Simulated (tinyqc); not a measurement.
Chemical-mechanical planarisation: Preston law, pattern density and step-height reduction: one step, computed by the program tinyqc.

A row of 12 cells, repeated periodically, holds raised features that cover a share rho of each cell.

Problem. State at time t. While h > h_c only raised areas polish, at R0/rho_eff, until t_c = rho_eff (h0 - h_c)/R0. After that h = h_c exp(-(t - t_c)/tau), tau = rho_eff h_c/R0; low areas polish at R0 (1 - h/h_c) and raised areas at R0 [1 + (1 - rho_eff) h/(rho_eff h_c)]. Removed from raised areas after t_c: h0 - h_c + R0 (t - t_c) + (1 - rho_eff)(h_c - h); from low areas: R0 (t - t_c) - rho_eff (h_c - h). Film left = z0 less the removal from raised areas.

Inputs (values chosen for the exercise, close to those used for oxide polishing): initial step height h0 = 240 nm; contact height h_c = 33 nm; film above the raised areas z0 = 370 nm; polish time t = 15 s.

effective densities: [0.6503424, 0.6978140, 0.6280661, 0.5419083, 0.5164591, 0.4442085, 0.3569527, 0.3074996, 0.4018801, 0.6199150, 0.6988330, 0.6361212]

blanket rate R0 = 4.895649 nm/s

Give: Cells; range of film left across the row; largest remaining step; thinnest film left.

Solution.

Cells:
```
cell  rho_eff  t_c (s)  step h (nm)  removed, raised (nm)  removed, low (nm)  film left on raised areas (nm)
1     0.65034   27.498       127.08                112.92             0.0000                          257.08
2     0.69781   29.505       134.76                105.24             0.0000                          264.76
3     0.62807   26.556       123.08                116.92             0.0000                          253.08
4     0.54191   22.913       104.49                135.51             0.0000                          234.49
5     0.51646   21.837        97.81                142.19             0.0000                          227.81
6     0.44421   18.782        74.68                165.32             0.0000                          204.68
7     0.35695   15.093        34.27                205.73             0.0000                          164.27
8     0.30750   13.002        12.58                230.92             3.5047                          139.08
9     0.40188   16.992        57.27                182.73             0.0000                          187.27
10    0.61991   26.212       121.54                118.46             0.0000                          251.54
11    0.69883   29.548       134.92                105.08             0.0000                          264.92
12    0.63612   26.897       124.56                115.44             0.0000                          254.56
```

range of film left across the row = 125.84 nm

largest remaining step = 134.92 nm

thinnest film left = 139.08 nm

1 of 12 cells have reached contact. The cell with the lowest rho_eff has lost the most film from its raised areas.
